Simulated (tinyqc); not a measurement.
Two branches across an indirect gap: complex band structure along [001] in sp3s* tight binding.

For k = (0, 0, kz) the phase sums are g0 = cos(phi) and g3 = i sin(phi), phi = kz a/4, and the s, pz, s* orbitals of anion (a) and cation (c) decouple from px, py. With z = exp(i phi), H(z) = H0 + z T + T^T/z for any complex z. H0 is diagonal (Esa, Epa, Exa, Esc, Epc, Exc). The anion-cation block is B(z) = z U + W/z and the cation-anion block z W^T + U^T/z, where U has Vss/2 (s,s), Vsapc/2 (s,z), -Vscpa/2 (z,s), Vxx/2 (z,z), Vxapc/2 (s*,z), -Vpaxc/2 (z,s*), and W has the same values with the s-z and s*-z signs reversed. |z| = 1 is a band state, |z| < 1 decays along [001] as exp(-kappa d) over a distance d, kappa = -(4/a) ln|z|. No spin-orbit coupling.

Values chosen for the exercise (out of a larger set: near a published set for Si, fitted to gaps, whose masses and valley positions are rough (light masses up to twice too heavy); not measured data):
```
symbol  value                                                                                       unit      meaning
p       (-4.197, 1.718, -4.197, 1.718, 6.66, 6.66, -8.293, 1.714, 4.567, 5.74, 5.74, 5.359, 5.359)  eV        order Esa, Epa, Esc, Epc, Exa, Exc, Vss, Vxx, Vxy, Vsapc, Vscpa, Vxapc, Vpaxc
a       5.432                                                                                       angstrom  lattice constant
Eg      1.178                                                                                       eV        top of the energy range, the indirect gap
```

Ev = 0.00400 eV

The smallest kappa with Re kz = 0 and the smallest with Re kz > 0, at energies E from Ev; a dash: no such root.

Decay constants:
```
E/Eg  E (eV)  kappa at Gamma (1/angstrom)  kappa off Gamma (1/angstrom)  its Re kz (2 pi/a)
0.05  0.0589                       0.0524                        0.4456               0.721
0.20  0.2356                       0.1029                        0.4118               0.723
0.35  0.4123                       0.1336                        0.3738               0.724
0.50  0.5890                       0.1567                        0.3303               0.725
0.65  0.7657                       0.1752                        0.2785               0.727
0.80  0.9424                       0.1903                        0.2121               0.728
0.90  1.0602                       0.1990                        0.1507               0.729
0.97  1.1427                       0.2045                        0.0827               0.730
```

The branch from the valence band at Gamma decays more slowly below E/Eg of about 0.83, and the branch from the conduction valley above. The two differ in Re kz, so passing from one to the other needs kz from an abrupt interface, a steep field, a phonon or a defect. Valleys off the [001] axis, such as L, are not seen on these branches.

(tinyqc, `OMP_NUM_THREADS=1 python tinyqc.py 1450187 1450188 out.jsonl`, Intel(R) Xeon(R) Processor @ 2.30GHz, 1 thread, shared host, about 0.01 s.)
